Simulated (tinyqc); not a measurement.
# Current crowding under a contact, resistor ladder against the transmission-line model: two studies

A metal contact of length d and width W on a thin layer of the same width. The metal has no resistance, the sheet resistance under it equals Rsh, and current enters the layer at the front edge x = 0.

Parameters, values chosen for the exercise:

| symbol | value | unit | meaning |
|---|---|---|---|
| Rsh | 37 | ohm/sq | sheet resistance of the semiconductor layer |
| rc | 1e-6 | ohm cm^2 | specific contact resistivity |
| d | 1.3 | um | contact length |
| W | 23 | um | contact width |

Each table varies one quantity; the others keep the values above.

## Effect of the sheet resistance

Transfer length Lt = sqrt(rc/Rsh); front resistance Rc = (Rsh Lt/W) coth(d/Lt); end resistance Re = (Rsh Lt/W)/sinh(d/Lt).

Result of one run:

| Rsh (ohm/sq) | Lt (um) | d/Lt | Rc W (ohm um) | Re W (ohm um) |
|---|---|---|---|---|
| 7.1 | 3.753 | 0.3464 | 79.98 | 75.41 |

What becomes of these results when the sheet resistance of the semiconductor layer Rsh is changed from 7.1 to 2.7 ohm/sq, all else the same?

Result of the changed run:

| Rsh (ohm/sq) | Lt (um) | d/Lt | Rc W (ohm um) | Re W (ohm um) |
|---|---|---|---|---|
| 2.7 | 6.086 | 0.2136 | 78.09 | 76.34 |

The whole series:

| Rsh (ohm/sq) | Lt (um) | d/Lt | Rc W (ohm um) | Re W (ohm um) |
|---|---|---|---|---|
| 1 | 10.00 | 0.1300 | 77.36 | 76.71 |
| 2.7 | 6.086 | 0.2136 | 78.09 | 76.34 |
| 7.1 | 3.753 | 0.3464 | 79.98 | 75.41 |
| 18 | 2.357 | 0.5515 | 84.57 | 73.16 |
| 48 | 1.443 | 0.9007 | 96.68 | 67.43 |
| 120 | 0.9129 | 1.424 | 123.0 | 55.99 |
| 320 | 0.5590 | 2.326 | 182.3 | 35.30 |
| 830 | 0.3471 | 3.745 | 288.4 | 13.62 |

Rc W rises from 77.4 to 288 ohm um while Re W falls from 76.7 to 13.6 ohm um; for Rsh going to zero both tend to rc/d = 76.9 ohm um. A larger Rsh shortens Lt and crowds the current to the front edge.

## Convergence with the number of cells

Cut the contact into n cells of length hc = d/n. Neighbouring cell centres are joined by a = W/(Rsh hc), each centre joins the metal (0 V) by g = W hc/rc, and I enters cell 1 through half a cell: -a v_(i-1) + b_i v_i - a v_(i+1) = I for i = 1 and 0 otherwise, b_i = g + 2 a (g + a at both ends). Rc = v_1/I + 1/(2 a). The error is against Transfer length Lt = sqrt(rc/Rsh); front resistance Rc = (Rsh Lt/W) coth(d/Lt); end resistance Re = (Rsh Lt/W)/sinh(d/Lt).

Convergence with the number of cells:

| n | hc/Lt | Rc (ohm) | error (%) |
|---|---|---|---|
| 1 | 0.79076 | 4.3901 | 9.37 |
| 2 | 0.39538 | 4.1098 | 2.38 |
| 4 | 0.19769 | 4.0382 | 0.598 |
| 8 | 0.098845 | 4.0202 | 0.150 |
| 16 | 0.049422 | 4.0157 | 0.0374 |
| 32 | 0.024711 | 4.0145 | 9.36e-3 |
| 64 | 0.012356 | 4.0142 | 2.34e-3 |

The exact Rc is 4.0142 ohm. The error falls from 9.4 % to 0.0023 %, by a factor of 4.0 over the last doubling: second order in the cell length.

Numbers from tinyqc (`OMP_NUM_THREADS=1 python tinyqc.py 2760078 2760079 out.jsonl`; about 0.01 s on one thread of a shared Intel Xeon 2.30GHz).
